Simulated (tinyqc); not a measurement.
Worked calculation: plasmons of a degenerate electron gas in the random-phase approximation. Values are carried at full precision from step to step, so a last printed digit may differ when a step is redone from the rounded ones.

Zero temperature, parabolic band: kF = (3 pi^2 n)^(1/3), EF = c kF^2/m, Ep^2 = 8 pi c e2 n/(m eb), qTF^2 = 6 pi e2 n/(eb EF), c = hbar^2/2m0, e2 = e^2/(4 pi eps0), n in 1/angstrom^3 (1e-24 per 1/cm^3).

Constants: hbar^2/2m0 = 3.80998211 eV angstrom^2; e^2/(4 pi eps0) = 14.39964547 eV angstrom; a0 (Bohr radius) = 0.5291772105 angstrom.

Parameters, chosen for this exercise (a free-electron density near that of Al; the results hold for these values, not for the real material): n = 1.82e+23 1/cm^3 (electron density); m = 1 m0 (mass); eb = 1 (background dielectric constant); q = 2.79 1/angstrom (wave vector); E = 26.1 eV (energy transfer); qp = 0.806 1/angstrom (wave vector of the plasmon).

## Scales of the gas

Also rs = (3/(4 pi n))^(1/3) m/(a0 eb).

kF = 1.7532 1/angstrom
EF = 11.711 eV
Ep = 15.841 eV
qTF = 2.0539 1/angstrom
hbar vF = 13.359 eV angstrom
rs = 2.069

Ep/EF = 1.353. With rs above 1 exchange and correlation, left out here, lower the dispersion noticeably.

## The dielectric function at one point

Lindhard function: eps(q, E)/eb = 1 + (qTF/q)^2 (f1 + i f2) with z = q/(2 kF), u = E/(hbar vF q), hbar vF = 2 c kF/m; f1 = 1/2 + [h(z - u) + h(z + u)]/(8 z), h(x) = (1 - x^2) ln|(x + 1)/(x - 1)|; f2 = pi u/2 for z + u < 1, (pi/(8 z))(1 - (z - u)^2) for |z - u| < 1 < z + u, else 0. Pairs exist for c (q^2 - 2 q kF)/m < E < c (q^2 + 2 q kF)/m.

Give also the loss function Im(-eb/eps).

z, u: 0.7957  0.7002

f1, f2: 0.2156  0.4890

eps/eb = 1.117+0.265i
loss function = 0.201

The point lies inside the pair continuum, so eps has an imaginary part.

## The plasmon at one wave vector

Solve f1 (qTF/q)^2 = -1 above the continuum, and compare with E^2 = Ep^2 + (3/5)(hbar vF q)^2 + (c q^2/m)^2.

top of the continuum = 13.24 eV
plasmon energy = 18.24 eV
short formula = 18.07 eV

The plasmon lies 5.001 eV above the continuum and 15.2 % above Ep; the short formula errs by -0.93 %.

## Where Landau damping starts

Find qc at which the plasmon meets the top of the continuum, eps(qc, c (qc^2 + 2 qc kF)/m) = 0, and compare with Ep/(hbar vF).

qc = 1.295 1/angstrom
qc/kF = 0.738
energy there = 23.68 eV
Ep/(hbar vF) = 1.186 1/angstrom

The simple estimate is 0.916 times qc.

## Checks

- F-sum of the loss function at q = 1.3 qc over (pi/2) Ep^2 against 1: both 1.00.
- f1 at E = 0 and z = 0.6 against the static Lindhard function: both 0.86968.

(tinyqc, `OMP_NUM_THREADS=1 python tinyqc.py 1681973 1681974 out.jsonl`, Intel(R) Xeon(R) Processor @ 2.30GHz, 1 thread, shared host, about 0.01 s.)
